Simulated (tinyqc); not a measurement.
## Ground and coupling capacitance from two measurements

Problem. A line has Cg to the planes and Cc to each of two neighbours. Find Cg, Cc, the load when both neighbours switch in antiphase, and the pulse on the line when it floats and both neighbours swing by Vx.

Values chosen for this exercise: swing Vx = 1 V.

capacitance with neighbours driven alike and with neighbours grounded (aF/um): [110, 166]

Answer. Driven alike, Cc carries no charge, which leaves Cg; grounded neighbours give Cg + 2 Cc, antiphase Cg + 4 Cc; a floating line divides the swing as 2 Cc/(Cg + 2 Cc).

Cg = 110.0 aF/um
Cc = 28.00 aF/um
load in antiphase = 222.0 aF/um
pulse = 0.3373 V

Computed by the program tinyqc: `OMP_NUM_THREADS=1 python tinyqc.py 2790229 2790230 out.jsonl`, one thread of a shared Intel Xeon 2.30GHz, about 0.8 s for the whole run.
